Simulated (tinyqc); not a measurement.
From results back to parameters: six-band hole subbands of a thin body in a field. Three cases, with inputs chosen for the exercise.

Problem. Without spin-orbit coupling the masses along a normal n are the inverse eigenvalues of C(n n^T)/c: 1/(g1 - 2 g2) twice and 1/(g1 + 4 g2) on (001); 1/(g1 - 2 g3) twice and 1/(g1 + 4 g3) on (111); on (110) 1/(g1 + g2 - 3 g3), 1/(g1 - 2 g2) and 1/(g1 + g2 + 3 g3). Three masses were computed from hidden g1, g2, g3.

Find: g1, g2, g3; heaviest mass on (110).

Method. The inverse masses on (001) differ by 6 g2, which gives g2 and g1; g3 = (g1 - 1/m(111))/2.

Case 1.

heavy and light mass on (001) (m0): 0.278552  0.177620

heavy mass on (111) = 0.719424 m0

Solution.

g1, g2, g3: 4.27  0.34  1.44

heaviest mass on (110) = 3.45 m0

Case 2.

heavy and light mass on (001) (m0): 0.276243  0.176678

heavy mass on (111) = 0.714286 m0

Solution.

g1, g2, g3: 4.30  0.34  1.45

heaviest mass on (110) = 3.45 m0

Case 3.

heavy and light mass on (001) (m0): 0.276243  0.176678

heavy mass on (111) = 0.714286 m0

Solution.

g1, g2, g3: 4.30  0.34  1.45

heaviest mass on (110) = 3.45 m0

Computed by tinyqc, one run a case: `OMP_NUM_THREADS=1 python tinyqc.py N N+1 out.jsonl` with N = 1250545, 1250575, 1250615; one thread of a shared Intel(R) Xeon(R) Processor @ 2.30GHz, about 0.4 s a run at most.
